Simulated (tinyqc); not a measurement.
Polytypes and stacking faults of a tetrahedral semiconductor in an axial Ising model with couplings up to third neighbours: one step, computed by the program tinyqc.

Each double layer has s = +1 or -1 for the sense of its stacking step; E per pair of atoms = E0 - sum_n J_n <s_i s_(i+n)>, n = 1, 2, 3. Hexagonality h = (1 - <s_i s_(i+1)>)/2.

Task: Stacking-fault energies. Faults in 2H: the sequences I1 (+), I2 (++), E (+++) are put between perfect repeats; k_n = (layers x C_n of the host) - sum_i s_i s_(i+n). gamma = sum k_n J_n/A, A = (sqrt 3/2) a^2; 1 meV/angstrom^2 = 16.02177 mJ/m^2.

Inputs (values chosen for the exercise, for a model crystal):
```
quantity                   value      unit
J1                         -6.67  meV/pair
J2                        -0.477  meV/pair
J3                         0.091  meV/pair
basal lattice constant a    3.19  angstrom
```

Host polytype: 2H.

fault coefficients k_n:
```
    J1  J2  J3
I1  -2   4  -6
I2  -4   4  -4
E   -6   4  -6
```

Constants: 1 eV/angstrom^2 = 16.02176634 J/m^2.

Give: gamma; energy of the glide fault, I2.

Result:

gamma (mJ/m^2): I1 19.79, I2 44.37, E 68.30

energy of the glide fault, I2 = 44.37 mJ/m^2

The cheapest is the I1 fault.
